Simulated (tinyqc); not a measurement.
Inside a calculation. Method: CIS on RHF in the cc-pvdz basis, for He, spin multiplicity 1. One step of it, computed by the program tinyqc.

Task: CIS matrix, singlets. A(ia,jb) = (e_a - e_i) d_ij d_ab + 2 (ia|jb) - (ij|ab).

orbital energies (hartree): [-0.914148, 1.397442, 2.524372, 2.524372, 2.524372]

Two-electron integrals over orbitals (pq|rs), unique and non-zero (hartree):
```
(11|11) 1.026865    (21|11) -0.316447   (21|21) 0.227505    (22|11) 0.857592
(22|21) -0.255195   (22|22) 0.765495    (31|31) 0.183149    (32|31) -0.025386
(32|32) 0.028529    (33|11) 0.961262    (33|21) -0.230485   (33|22) 0.774953
(33|33) 1.040531    (41|41) 0.183149    (42|41) -0.025386   (42|42) 0.028529
(43|43) 0.063706    (44|11) 0.961262    (44|21) -0.230485   (44|22) 0.774953
(44|33) 0.913119    (44|44) 1.040531    (51|51) 0.183149    (52|51) -0.025386
(52|52) 0.028529    (53|53) 0.063706    (54|54) 0.063706    (55|11) 0.961262
(55|21) -0.230485   (55|22) 0.774953    (55|33) 0.913119    (55|44) 0.913119
(55|55) 1.040531
```

Give: CIS matrix A, singlet.

Result:

CIS matrix A, singlet (hartree), order 1>2, 1>3, 1>4, 1>5:
```
[[1.909, 0.000, 0.000, 0.000],
 [0.000, 2.844, 0.000, 0.000],
 [0.000, 0.000, 2.844, 0.000],
 [0.000, 0.000, 0.000, 2.844]]
```
